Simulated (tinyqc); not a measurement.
Inside a calculation: deformation potentials from a strained empirical pseudopotential. Values are carried at full precision from step to step, so a last printed digit may differ when a step is redone from the rounded ones.

Diamond lattice, no spin-orbit coupling. Atomic form factor V(q) = a1 (q^2 - a2)/(a3 exp(a4 q^2) - 1) in rydberg with q in 1/bohr, for the unstrained cell. Under a strain e the reciprocal vectors and k go over into (1 + e)^(-1) G, the atoms sit at +/- tau with tau = (1 + e) a (1,1,1)/8 - zeta a (eyz, ezx, exy)/4, and H(G,G') = c |k + G|^2 delta + (V(q)/det(1 + e)) cos(q.tau), q = G - G', with the term q = 0 left out; c = hbar^2/2m0. The basis is fixed before straining: all G with |k + G|^2 up to 16 (2 pi/a)^2. k is given in units of 2 pi/a of the unstrained cell.

Constants: a0 (Bohr radius) = 0.5291772105 angstrom; hbar^2/2m0 = 3.80998211 eV angstrom^2; Ry = 13.60569312 eV.

Values chosen for the exercise (near those of Si; the results hold for these values, not for the real material):
- a = 5.434 angstrom (lattice constant)
- A = (0.541, 2.201, 2.078, 0.49) (a1 (Ry bohr^2), a2 (1/bohr^2), a3, a4 (bohr^2))
- h = 0.001 (size of the test strain)
- kD = 0.82 2 pi/a (position of the Delta minimum)
- zeta = 0.53 (internal-strain parameter)

## Form factors, unstrained and under a volume change

q^2 = n (2 pi/a)^2 a0^2 for the shells n = 3, 8, 11; for e = h 1, q^2 is divided by (1 + h)^2 and V by (1 + h)^3. Last column: the change divided by the relative change of volume, (1 + h)^3 - 1.

Form factors:

| n | q^2 (1/bohr^2) | V (Ry) | V expanded (Ry) | dV/(dVol/Vol) (Ry) |
|---|---|---|---|---|
| 3 | 1.12317 | -0.22402 | -0.22415 | -0.0449 |
| 8 | 2.99511 | 0.05359 | 0.05321 | -0.1291 |
| 11 | 4.11828 | 0.07089 | 0.07067 | -0.0705 |

## Gaps under a volume change

e = -h 1, 0, +h 1; gaps from the valence top to the s-like level at Gamma (level 8), and to level 5 at (kD,0,0) and (1/2,1/2,1/2).

Gaps (eV):

| gap | e = -h | e = 0 | e = +h |
|---|---|---|---|
| Gamma, s-like | 4.01229 | 3.98602 | 3.95975 |
| Delta | 1.08762 | 1.09555 | 1.10339 |
| L | 1.96239 | 1.95665 | 1.95087 |

## Hydrostatic deformation potentials

a = [E(+h) - E(-h)]/(3 ln((1 + h)/(1 - h))).

a of the gaps to Gamma, Delta, L (eV): -8.76  2.63  -1.92

Compression opens the Gamma gap, opens the L gap and closes the Delta gap. Only differences are defined here: the absolute shifts depend on the mean potential, which this model leaves out.

## Tetragonal strain

e = diag(-h/2, -h/2, h). Level 5 at (kD,0,0) and (0,0,kD), and levels 2 to 4 at Gamma, all from the mean of the three valence levels.

Delta x, Delta z (eV): 1.09154  1.10356

valence levels (eV): -0.00985  0.00492  0.00492

## Xu of the Delta valleys and b

For e = diag(-h/2, -h/2, h): E(Delta z) - E(Delta x) = Xu (ezz - exx), and without spin-orbit coupling E(Z) - E(X, Y) = 3 b (ezz - exx); Z is the single level, X and Y the pair.

Xu = 8.01 eV
b = -3.28 eV

Stretching along z raises the valleys on the z axis and lowers the Z valence state. One-sided differences carry an error of order h. A local potential fitted to band energies alone fixes these slopes only roughly; b tends to come out too large and Xu of L too small.

## Trigonal strain

exy = eyz = ezx = h, with the internal displacement. Level 5 at (1/2,1/2,1/2) and (1/2,-1/2,-1/2), and levels 2 to 4 at Gamma, from the mean of the three valence levels.

L [111], L [1-1-1] (eV): 1.98051  1.94868

valence levels (eV): -0.01446  0.00723  0.00723

## Xu of the L valleys and d

For the tensor strain exy = eyz = ezx = h: E(L [111]) - E(L [1-1-1]) = (8/3) Xu h, and E(single valence level) - E(pair) = 3 sqrt(3) d h. Find Xu and d.

Xu (L) = 11.94 eV
d = -4.17 eV

## Checks

- Level 5 at (kD,0,0) and (0,kD,0) under the tetragonal strain (eV): both 11.2999.

Run: tinyqc, `OMP_NUM_THREADS=1 python tinyqc.py 1880965 1880966 out.jsonl`; Intel(R) Xeon(R) Processor @ 2.30GHz, one thread, shared host; about 0.2 s of CPU time with all checks.
